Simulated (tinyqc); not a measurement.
Worked calculation: Pariser-Parr-Pople SCF with singles CI, for the molecule c1ccc2ccnc-2cc1 (SMILES; centres numbered as the heavy atoms are written). One step of it, computed by the program tinyqc.

Task: PPP integrals. Ohno: gamma = 14.399645/sqrt(R^2 + a^2), a = 2 x 14.399645/(gamma_rr + gamma_ss); H_rr = -W_r - sum_(s != r) z_s gamma_rs; H_rs = beta for bonds.

Centres (angstrom, eV; a flat drawing with bonds scaled to 1.40 angstrom):
```
centre          x          y  core charge z          W   gamma_rr
1C       2.531000   0.000000              1  11.160000  11.130000
2C       1.924000   1.261000              1  11.160000  11.130000
3C       0.559000   1.573000              1  11.160000  11.130000
4C      -0.536000   0.700000              1  11.160000  11.130000
5C      -1.867000   1.133000              1  11.160000  11.130000
6C      -2.690000   0.000000              1  11.160000  11.130000
7N      -1.867000  -1.133000              1  14.100000  12.300000
8C      -0.536000  -0.700000              1  11.160000  11.130000
9C       0.559000  -1.573000              1  11.160000  11.130000
10C      1.924000  -1.261000              1  11.160000  11.130000
```

Resonance integrals (eV):
```
i    j       beta
1    2  -2.390000
2    3  -2.390000
3    4  -2.390000
4    5  -2.390000
5    6  -2.390000
6    7  -2.510000
7    8  -2.510000
8    9  -2.390000
9   10  -2.390000
10   1  -2.390000
8    4  -2.390000
```

Give: repulsion gamma_rs; core matrix H.

Result:

repulsion gamma_rs (eV), lower triangle:
```
          1C       2C       3C       4C       5C       6C       7N       8C
1C   11.1300
2C    7.5553  11.1300
3C    5.0793   7.5533  11.1300
4C    4.2333   5.0783   7.5527  11.1300
5C    3.0493   3.5930   5.1715   7.5548  11.1300
6C    2.6771   2.9060   3.7552   5.5206   7.5528  11.1300
7N    3.0605   3.0973   3.7533   5.5872   5.5858   7.7281  12.3000
8C    4.2333   4.2332   5.0786   7.5539   5.5199   5.5206   7.7303  11.1300
9C    5.0793   4.2336   4.2331   5.0786   3.7327   3.7552   5.2268   7.5527
10C   7.5553   5.0802   4.2336   4.2332   3.0857   2.9060   3.6113   5.0783

          9C      10C
9C   11.1300
10C   7.5533  11.1300
```

core matrix H (eV), lower triangle:
```
           1C        2C        3C        4C        5C        6C        7N        8C
1C   -53.6828
2C    -2.3900  -54.4902
3C     0.0000   -2.3900  -57.5706
4C     0.0000    0.0000   -2.3900  -63.5525
5C     0.0000    0.0000    0.0000   -2.3900  -56.0055
6C     0.0000    0.0000    0.0000    0.0000   -2.3900  -53.4815
7N     0.0000    0.0000    0.0000    0.0000    0.0000   -2.5100  -59.4806
8C     0.0000    0.0000    0.0000   -2.3900    0.0000    0.0000   -2.5100  -63.6606
9C     0.0000    0.0000    0.0000    0.0000    0.0000    0.0000    0.0000   -2.3900
10C   -2.3900    0.0000    0.0000    0.0000    0.0000    0.0000    0.0000    0.0000

           9C       10C
9C   -57.6052
10C   -2.3900  -54.4970
```
